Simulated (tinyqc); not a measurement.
Transfer curve: field-effect mobility of a thin-film transistor with band-tail and deep states (multiple trapping). Computed by tinyqc, a small Python program. Command: `OMP_NUM_THREADS=1 python tinyqc.py 3017067 3017068 out.jsonl tft walk`. One thread of a shared host (Intel(R) Xeon(R) Processor @ 2.30GHz), about 0.08 s of CPU time with the checks.

A thick film in accumulation at small drain voltage. Only free electrons move; trapped ones still screen the gate. N_c and mu_0 are held fixed when T changes, leaving out the T^(3/2) growth of N_c. x = E_0 - psi is the distance of the Fermi level below the band edge.

Inputs (values chosen for the exercise, modelled on polycrystalline silicon):

| quantity | value | unit |
|---|---|---|
| permittivity eps | 11.7 | - |
| effective density of states N_c | 2.6e+19 | 1/cm^3 |
| band mobility mu_0 | 130 | cm^2/(V s) |
| tail density at the edge g_t | 2.8e+20 | 1/(eV cm^3) |
| tail width E_t | 53 | meV |
| deep-state density g_d | 8e+15 | 1/(eV cm^3) |
| flat-band Fermi level below the edge, E_0 | 0.47 | eV |
| equivalent oxide thickness t | 49 | nm |
| temperature T | 350 | K |

Deep states: included.

Constants: k_B = 8.617333262e-05 eV/K; e = 1.602176634e-19 C; eps_0 = 8.8541878128e-12 F/m.

Method:
- F_j(eta) = int_0^infinity x^j/(1 + exp(x - eta)) dx, without a gamma-function factor.
- Integrals over x = E/(k_B T) use 160 Gauss-Legendre points in u = sqrt(x) from 0 to sqrt(max(eta, 0) + 32).
- Free n(x) = N_c (2/sqrt(pi)) F_1/2(-x/k_B T), with F_1/2 from its two-term series in exp(-x/k_B T) for x >= 12 k_B T; tail n_t(x) = int_0^1.2eV g_t exp(-E/E_t)/(1 + exp((x - E)/k_B T)) dE, E counted down from the edge, 120 Gauss-Legendre points; deep charge g_d psi; space charge rho(psi) = n + n_t + g_d psi less its value at psi = 0.
- Poisson: F(psi) = sqrt((2 e/(eps eps_0)) int_0^psi rho dpsi'); V_G - V_FB = psi_s + eps F(psi_s) t/3.9; free sheet density N_f = int (n - n(E_0))/F dpsi; induced sheet density N_i = eps eps_0 F(psi_s)/e; trapezoid rule on 301 even points in psi, the first interval left out of N_f.
- mu_eff = mu_0 N_f/N_i; field-effect mobility mu_FE = mu_0 e (dN_f/dV_G)/C_ox and swing S = dV_G/dlog10(N_f), by a central difference of +/- 2 mV in psi_s; C_ox = 3.9 eps_0/t.

Against the band bending:

| psi_s (V) | V_G - V_FB (V) | N_f (1/cm^2) | mu_eff (cm^2/(V s)) | mu_FE (cm^2/(V s)) | S (mV/decade) |
|---|---|---|---|---|---|
| 0.16 | 0.640 | 1.2486e+09 | 0.769 | 1.28 | 664 |
| 0.23 | 1.223 | 5.9313e+09 | 1.766 | 3.66 | 1104 |
| 0.29 | 2.077 | 2.3564e+10 | 3.898 | 8.84 | 1816 |
| 0.34 | 3.236 | 7.5559e+10 | 7.712 | 18.01 | 2855 |
| 0.38 | 4.645 | 1.9194e+11 | 13.301 | 31.04 | 4210 |
| 0.41 | 6.125 | 3.8312e+11 | 19.813 | 45.31 | 5756 |
| 0.45 | 8.924 | 9.3110e+11 | 32.474 | 69.46 | 9124 |
| 0.48 | 11.862 | 1.7177e+12 | 44.603 | 87.55 | 13353 |
| 0.52 | 17.136 | 3.4584e+12 | 61.515 | 105.15 | 22382 |

What follows from these numbers?

The steepest swing among the rows is 664 mV/decade. mu_eff climbs from 0.77 to 62, 47 % of mu_0 in the last row. Between rows 6 and 7 N_f scales as (V_G - V_FB - psi_s)^2.25; an exponential tail holding all the charge would give the larger of 1 and 2 E_t/k_B T - 1, here 2.51, and free charge alone 1; charge in deep states makes the exponent larger and lets it vary with V_G.
